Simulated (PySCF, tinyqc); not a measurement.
Inside a calculation. Method: FCI on RHF in the sto-6g basis, for B+, spin multiplicity 1. The lowest restricted solution is unstable here: a spin-polarised one lies 0.0000 hartree lower (PySCF). One step of it, computed by the program tinyqc.

Question. FCI: determinants and Hamiltonian. Slater-Condon rules over spin orbitals, with the nuclear repulsion added and E(HF) subtracted on the diagonal. Only determinants linked to the reference directly or through others are kept (one block of an abelian symmetry group), so some states are absent.

one-electron integrals over orbitals h = C^T H C (hartree):
```
,1,2,3,4,5
1,-12.436973,0.351405,0.000000,0.000000,0.000000
2,0.351405,-2.823213,0.000000,0.000000,0.000000
3,0.000000,0.000000,-2.624950,0.000000,0.000000
4,0.000000,0.000000,0.000000,-2.624950,0.000000
5,0.000000,0.000000,0.000000,0.000000,-2.624950
```

Two-electron integrals over orbitals (pq|rs), unique and non-zero (hartree):
```
p,q,r,s,(pq|rs)
1,1,1,1,2.908459
2,1,1,1,-0.331581
2,1,2,1,0.061613
2,2,1,1,0.754173
2,2,2,1,-0.019824
2,2,2,2,0.527884
3,1,3,1,0.021792
3,2,3,1,0.027394
3,2,3,2,0.112848
3,3,1,1,0.743200
3,3,2,1,-0.010972
3,3,2,2,0.534729
3,3,3,3,0.587109
4,1,4,1,0.021792
4,2,4,1,0.027394
4,2,4,2,0.112848
4,3,4,3,0.031641
4,4,1,1,0.743200
4,4,2,1,-0.010972
4,4,2,2,0.534729
4,4,3,3,0.523827
4,4,4,4,0.587109
5,1,5,1,0.021792
5,2,5,1,0.027394
5,2,5,2,0.112848
5,3,5,3,0.031641
5,4,5,4,0.031641
5,5,1,1,0.743200
5,5,2,1,-0.010972
5,5,2,2,0.534729
5,5,3,3,0.523827
5,5,4,4,0.523827
5,5,5,5,0.587109
```

nuclear repulsion = 0 hartree

Hartree-Fock energy = -24.19056245 hartree

Give: determinants; H - E(HF) between determinants.

Answer.

Occupation strings over the orbitals (2 doubly, a alpha, b beta, 0 empty; spin orbitals ordered 1a 1b 2a 2b ...): 22000 20200 ab200 20020 ab020 20002 ab002 ba200 02200 ba020 02020 ba002 02002 00220 00202 00022

H - E(HF) between determinants (hartree):
```
,22000,20200,ab200,20020,ab020,20002,ab002,ba200,02200,ba020,02020,ba002,02002,00220,00202,00022
22000,0.000,0.113,-0.027,0.113,-0.027,0.113,-0.027,0.027,0.022,0.027,0.022,0.027,0.022,0.000,0.000,0.000
20200,0.113,0.491,-0.030,0.032,0.000,0.032,0.000,0.030,0.062,0.000,0.000,0.000,0.000,0.022,0.022,0.000
ab200,-0.027,-0.030,7.443,0.000,0.032,0.000,0.032,-0.062,0.282,0.000,0.000,0.000,0.000,0.027,0.027,0.000
20020,0.113,0.032,0.000,0.491,-0.030,0.032,0.000,0.000,0.000,0.030,0.062,0.000,0.000,0.022,0.000,0.022
ab020,-0.027,0.000,0.032,-0.030,7.443,0.000,0.032,0.000,0.000,-0.062,0.282,0.000,0.000,0.027,0.000,0.027
20002,0.113,0.032,0.000,0.032,0.000,0.491,-0.030,0.000,0.000,0.000,0.000,0.030,0.062,0.000,0.022,0.022
ab002,-0.027,0.000,0.032,0.000,0.032,-0.030,7.443,0.000,0.000,0.000,0.000,-0.062,0.282,0.000,0.027,0.027
ba200,0.027,0.030,-0.062,0.000,0.000,0.000,0.000,7.443,-0.282,0.032,0.000,0.032,0.000,-0.027,-0.027,0.000
02200,0.022,0.062,0.282,0.000,0.000,0.000,0.000,-0.282,16.322,0.000,0.032,0.000,0.032,0.113,0.113,0.000
ba020,0.027,0.000,0.000,0.030,-0.062,0.000,0.000,0.032,0.000,7.443,-0.282,0.032,0.000,-0.027,0.000,-0.027
02020,0.022,0.000,0.000,0.062,0.282,0.000,0.000,0.000,0.032,-0.282,16.322,0.000,0.032,0.113,0.000,0.113
ba002,0.027,0.000,0.000,0.000,0.000,0.030,-0.062,0.032,0.000,0.032,0.000,7.443,-0.282,0.000,-0.027,-0.027
02002,0.022,0.000,0.000,0.000,0.000,0.062,0.282,0.000,0.032,0.000,0.032,-0.282,16.322,0.000,0.113,0.113
00220,0.000,0.022,0.027,0.022,0.027,0.000,0.000,-0.027,0.113,-0.027,0.113,0.000,0.000,16.897,0.032,0.032
00202,0.000,0.022,0.027,0.000,0.000,0.022,0.027,-0.027,0.113,0.000,0.000,-0.027,0.113,0.032,16.897,0.032
00022,0.000,0.000,0.000,0.022,0.027,0.022,0.027,0.000,0.000,-0.027,0.113,-0.027,0.113,0.032,0.032,16.897
```
